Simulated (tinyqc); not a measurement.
# Worked calculation: ballistic Schottky-barrier transistor with a two-dimensional channel, WKB contacts

Numbers from tinyqc (`OMP_NUM_THREADS=1 python tinyqc.py 2390036 2390037 out.jsonl`; about 0.2 s on one thread of a shared Intel Xeon 2.30GHz). Printed values are rounded.

Source Fermi level 0, drain Fermi level -Vd. Far from the contacts Ec = pn - psi, and the gate moves psi one to one; the band edges relax as exp(-x/lam) from pn at the source and pn - Vd at the drain; Ev = Ec - Eg. A carrier of energy w inside the channel band meets at a contact a barrier of height D (the contact edge beyond the channel edge): T = 1 for w >= D, else exp(-S), S = 4 lam sqrt(m/C) [sqrt(D - w) - sqrt(w) arctan sqrt((D - w)/w)], C = hbar^2/(2 m0). The two contacts combine as Ts Td/(Ts + Td - Ts Td).

Values chosen for this exercise; channel values close to those of a molybdenum disulphide layer:
```
symbol,value,unit,meaning
T,300,K,temperature
Eg,1.7,eV,band gap
pn,0.19,eV,barrier for electrons at both contacts
mn,0.47,m0,electron mass
mp,0.58,m0,hole mass
g,2,,valleys or subbands
lam,4.2,nm,screening length at the contacts
Vd,0.1,V,drain bias
ps,0.2,V,band shift psi of the channel by the gate
w0,0.095,eV,energy of one carrier inside the channel band
wm,0.38,eV,upper end of the grid
nE,17,,points of the grid
```

Constants: q = 1.602176634e-19 C, kB = 1.380649e-23 J/K, hbar = 1.054571817e-34 J s, h = 6.62607015e-34 J s, m0 = 9.1093837015e-31 kg, Vt = kB T/q, hbar^2/(2 m0) = 0.0380998212 eV nm^2. Results are converted to the units shown.

Range of the model: No scattering, image-force lowering, channel charge or band-to-band tunnelling; parabolic kappa overstates S deep in the gap.

## Band edges and barriers

Electrons: Ds = psi, Dd = psi - Vd, Es = Ec, Ed = Ec + Vd. Holes: Ds = -psi, Dd = Vd - psi, Es = -Ev, Ed = -Ev - Vd. The size of each current is taken; both flow from drain to source and add.

Ec = -0.01 eV
Ev = -1.71 eV
D for electrons (eV): source 0.200000, drain 0.100000
D for holes (eV): source -0.200000, drain -0.100000

A negative D is no barrier. Here the electrons carry the larger current.

## Transmission of one of the electrons

S and T at both contacts for w = w0, and the tunnelling distance lam ln(D/w) at the higher barrier.

S at the source = 4.38134
S at the drain = 0.0709712
combined T = 0.0124971
tunnelling distance = 3.12665 nm

## Current of the electrons on a coarse grid

I/W = g (2 q^2/h) int T(w) [N(Es + w) - N(Ed + w)] dw with w the energy of motion along the channel, N(y) = (1/2 pi) sqrt(pi m kB T/C) Fm(-y/kB T), Fm(x) = (1/sqrt(pi)) int_0^infinity u^(-1/2)/(1 + exp(u - x)) du. Electrons: Ds = psi, Dd = psi - Vd, Es = Ec, Ed = Ec + Vd. Holes: Ds = -psi, Dd = Vd - psi, Es = -Ev, Ed = -Ev - Vd. The size of each current is taken; both flow from drain to source and add. Simpson's rule on nE equally spaced w from 0 to wm.

| point | w (eV) | Ts | Td | T | size of the supply difference (1/um) |
|---|---|---|---|---|---|
| 0 | 0.000000 | 3.46496e-12 | 7.87668e-9 | 3.46344e-12 | 116.256 |
| 1 | 0.023750 | 1.13684e-6 | 0.00130890 | 1.13585e-6 | 65.1859 |
| 2 | 0.047500 | 8.36934e-5 | 0.0451360 | 8.35455e-5 | 31.3643 |
| 3 | 0.071250 | 0.00149500 | 0.335681 | 0.00149059 | 13.6759 |
| 4 | 0.095000 | 0.0125086 | 0.931489 | 0.0124971 | 5.67038 |
| 5 | 0.118750 | 0.0628505 | 1 | 0.0628505 | 2.29879 |
| 6 | 0.142500 | 0.213579 | 1 | 0.213579 | 0.923204 |
| 7 | 0.166250 | 0.519238 | 1 | 0.519238 | 0.369344 |
| 8 | 0.190000 | 0.904504 | 1 | 0.904504 | 0.147535 |
| 9 | 0.213750 | 1 | 1 | 1 | 0.0588966 |
| 10 | 0.237500 | 1 | 1 | 1 | 0.0235060 |
| 11 | 0.261250 | 1 | 1 | 1 | 0.00938048 |
| 12 | 0.285000 | 1 | 1 | 1 | 0.00374329 |
| 13 | 0.308750 | 1 | 1 | 1 | 0.00149374 |
| 14 | 0.332500 | 1 | 1 | 1 | 5.96068e-4 |
| 15 | 0.356250 | 1 | 1 | 1 | 2.37856e-4 |
| 16 | 0.380000 | 1 | 1 | 1 | 9.49143e-5 |

current = 3.15393 uA/um

A converged quadrature gives 3.161 uA/um; this grid is 0.21 % below that. 12.7 % of it passes over both barriers, the rest tunnels. The other carrier adds 6.23e-25 uA/um.
